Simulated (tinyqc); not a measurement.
# Changing the emission angle from the normal

Model: X-ray photoelectron analysis of a thin oxide on a semiconductor: attenuation lengths, thickness, angle series and band offsets. Computed by tinyqc, a small Python program. Command: `OMP_NUM_THREADS=1 python tinyqc.py 3110770 3110771 out.jsonl xps sweep`. One thread of a shared host (Intel(R) Xeon(R) Processor @ 2.30GHz), about 0.01 s of CPU time with the checks.

The same element is seen in the oxide and in the substrate, at nearly the same kinetic energy; films are flat and uniform, and the work function is ignored.

Inputs (values chosen for the exercise, modelled on SiO2 on 4H-SiC):
```
quantity,value,unit
photon energy,650,eV
binding energy of the core level,100.5,eV
oxide density,2.21,g/cm^3
oxide formula mass,60.08,g/mol
valence electrons per oxide formula,16,-
oxide gap,8.96,eV
substrate density,3.21,g/cm^3
substrate formula mass,40.1,g/mol
valence electrons per substrate formula,8,-
substrate gap,3.26,eV
oxide thickness d,0.8,nm
attenuation length over inelastic mean free path,0.93,-
carbon overlayer,0.33,nm
counts in the two peaks together,400000,-
```

Method:
- TPP-2M: lambda = E/(E_p^2 [b ln(c E) - C/E + D/E^2]) in angstrom, E_p = 28.8 sqrt(N_v rho/M), b = -0.10 + 0.944/sqrt(E_p^2 + E_g^2) + 0.069 rho^0.1, c = 0.191/sqrt(rho), U = N_v rho/M, C = 1.97 - 0.91 U, D = 53.4 - 20.8 U, with E = photon energy less binding energy in eV.
- Attenuation length L = factor x lambda.
- R_0 = (rho_o/M_o) L_o/((rho_s/M_s) L_s); peak ratio R = I_ox/I_sub = R_0 [exp(d/(L_o cos theta)) - 1]; hence d = L_o cos theta ln(1 + R/R_0). A carbon layer weakens both peaks alike, by exp(-d_C/(L_o cos theta)) if its L is taken equal to L_o. This R_0 leaves out intrinsic losses from the substrate peak, so calibrated values can be larger.
- With x = d/(L_o cos theta): d ln d/d ln R = (1 - exp(-x))/x = -d ln d/d ln R_0; counting error of R = 1/sqrt(N f (1 - f)), f the oxide share, which times the sensitivity gives that of d; an angle error adds tan(theta) d theta; d is proportional to L_o at fixed R_0. Assumed errors: 5 % in R_0, 1 degree, 5 % in L_o.

One run for each value:
```
emission angle from the normal (degrees),ratio R,depth 3 L_o cos theta (nm),angle (%),attenuation by carbon
0,0.3431,5.3821,0.0000,0.83198
9,0.3484,5.3159,0.2764,0.83008
18,0.3652,5.1187,0.5671,0.82415
27,0.3965,4.7955,0.8893,0.81347
36,0.4489,4.3542,1.2681,0.79663
45,0.5365,3.8057,1.7453,0.77095
54,0.6931,3.1635,2.4022,0.73129
63,1.0198,2.4434,3.4254,0.66687
72,1.9740,1.6632,5.3716,0.55143
```

What does the table show?

Over the rows, ratio R rises from 0.343 to 1.97; depth 3 L_o cos theta (nm) falls from 5.38 to 1.66; angle (%) rises from 0 to 5.37.

Caution (rows 63.0, 72.0): beyond about 60 degrees elastic scattering and roughness make a single attenuation length unreliable.

Extremes, crossings and ranges named in words are read from the listed rows.
